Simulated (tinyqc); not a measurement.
Extended Hueckel theory, for BeH2, step by step. One step of it, computed by the program tinyqc.

Question. Mulliken analysis. P = C n C^T; charge = valence electrons (H 1, Be 2) minus the sum of (P S)_ii on the atom; overlap population = 2 sum P_ij S_ij between two atoms.

coefficients:
```
              MO1        MO2        MO3       MO4        MO5        MO6
1Be 2s   0.390016   0.000000  -0.146844  0.000000   1.248282   0.000000
1Be 2px  0.000000   0.000000   0.000000  1.000000   0.000000   0.000000
1Be 2py  0.000000   0.247415   0.000000  0.000000   0.000000   1.608943
1Be 2pz  0.008435   0.000000   0.988106  0.000000   0.188264   0.000000
2H 1s    0.487305   0.571375   0.042538  0.000000  -0.775811  -1.024062
3H 1s    0.487305  -0.571375   0.042538  0.000000  -0.775811   1.024062
```

occupations: 2.000000  2.000000  0.000000  0.000000  0.000000  0.000000

overlap S, lower triangle:
```
           1Be 2s   1Be 2px    1Be 2py   1Be 2pz     2H 1s     3H 1s
1Be 2s   1.000000
1Be 2px  0.000000  1.000000
1Be 2py  0.000000  0.000000   1.000000
1Be 2pz  0.000000  0.000000   0.000000  1.000000
2H 1s    0.466393  0.000000   0.547674  0.059391  1.000000
3H 1s    0.466393  0.000000  -0.547674  0.059391  0.036516  1.000000
```

Give: charges; Overlap populations.

Answer.

charges: 1Be 0.9080, 2H -0.4540, 3H -0.4540

Overlap populations:
```
pair      value
2-1    0.665232
3-1    0.665232
3-2   -0.013000
```
